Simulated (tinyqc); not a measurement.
Energy and delay of logic against supply voltage: optimum supplies against the temperature.

One expression serves below and above threshold: I(Vg) = Ik [ln(1 + exp((Vg - VT + dd V)/(al nf Vt)))]^al, with I_on = I(V) and I_off = I(0). Gate delay td = kd C V/I_on, clock period LD td. Per gate and cycle the switching energy is act C V^2 and the leakage energy I_off V LD td. No short-circuit current, no variation. Minima are sought above 0.09 V; below a few Vt gates no longer switch and the model has no meaning.

V_min minimises the energy and V_EDP the product of energy and td. VT, Ik and nf are held fixed.

Parameters, values chosen for the exercise; values of the order met in logic technologies:

| symbol | value | unit | meaning |
|---|---|---|---|
| VT | 0.36 | V | threshold voltage at zero drain bias |
| nf | 1.14 |  | slope factor |
| dd | 0.1 |  | barrier lowering per volt of supply |
| Ik | 0.6 | uA | specific current of a gate |
| al | 1.42 |  | exponent of the current law |
| C | 1.3 | fF | load capacitance of a gate |
| kd | 1.1 |  | delay factor |
| LD | 40 |  | logic depth |
| act | 0.01 |  | activity factor |

Constants: q = 1.602176634e-19 C, kB = 1.380649e-23 J/K, Vt = kB T/q. Results are converted to the units shown.

Results:

| T (K) | V_min (V) | energy at V_min (aJ) | leakage share (%) | clock at V_min (MHz) | V_EDP (V) | clock at V_EDP (GHz) |
|---|---|---|---|---|---|---|
| 220 | 0.2106 | 0.7269 | 20.70 | 0.1298 | 0.6214 | 0.4786 |
| 250 | 0.2393 | 0.9451 | 21.22 | 0.8168 | 0.6214 | 0.3992 |
| 280 | 0.2681 | 1.207 | 22.55 | 3.245 | 0.6218 | 0.3403 |
| 310 | 0.2972 | 1.534 | 25.17 | 8.999 | 0.6235 | 0.2961 |
| 340 | 0.3267 | 1.965 | 29.38 | 18.81 | 0.6284 | 0.2637 |
| 400 | 0.3872 | 3.370 | 42.19 | 45.85 | 0.6559 | 0.2272 |

Estimate the missing row, T = 370 K.

Computed row:

| T (K) | V_min (V) | energy at V_min (aJ) | leakage share (%) | clock at V_min (MHz) | V_EDP (V) | clock at V_EDP (GHz) |
|---|---|---|---|---|---|---|
| 370 | 0.3567 | 2.552 | 35.16 | 31.76 | 0.6386 | 0.2414 |

With this row back in the table: As T goes from 220 to 400, V_min rises from 0.211 to 0.387 V, the energy there rises from 0.727 to 3.37 aJ, the clock there rises from 0.130 to 45.8 MHz and V_EDP rises from 0.621 to 0.656 V.

tinyqc, about 0.01 s, one thread, Intel Xeon 2.30GHz (shared host): `OMP_NUM_THREADS=1 python tinyqc.py 2082180 2082181 out.jsonl`
